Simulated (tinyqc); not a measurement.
Thermal and gravitational stress in a wafer during furnace and rapid thermal processing, and the onset of slip: one step, computed by the program tinyqc. Command: `OMP_NUM_THREADS=1 python tinyqc.py 3006166 3006167 out.jsonl slip walk`. One thread of a shared host (Intel(R) Xeon(R) Processor @ 2.30GHz), about 0.01 s of CPU time with the checks.

A thin free disc in plane stress, isotropic; T(r) = T_centre + dT (r/R)^n with n = 2. Stress is positive in tension; sigma_SB = 5.670374419e-8 W/(m^2 K^4), g = 9.80665 m/s^2.

Question. Resolved stress round the edge. At the edge the stress is uniaxial along the tangent d = (cos phi, sin phi, 0) of a (001) wafer; the Schmid factor is the largest |(d.n)(d.b)| over the twelve {111}<110> systems.

Inputs (values chosen for the exercise, for a model wafer): edge less centre temperature dT = 17 K.

Temperature profile: parabolic.

hoop stress at the edge = -5.190185 MPa

Give: Schmid factor and resolved stress at phi = 0, 7.5, 15, 22.5, 30, 37.5 and 45 degrees from [100].

Answer.

Schmid factor and resolved stress at phi = 0, 7.5, 15, 22.5, 30, 37.5 and 45 degrees from [100]:
```
phi from [100] (degrees)  Schmid factor  resolved stress (MPa)
0.0                             0.40825                 2.1189
7.5                             0.45412                 2.3570
15.0                            0.48296                 2.5067
22.5                            0.49280                 2.5577
30.0                            0.48296                 2.5067
37.5                            0.45412                 2.3570
45.0                            0.40825                 2.1189
```

The factor is 1/sqrt(6) = 0.408 along <100> and <110> and peaks at 0.4928 at 22.5 degrees, so slip, if any, starts at eight places between these directions.
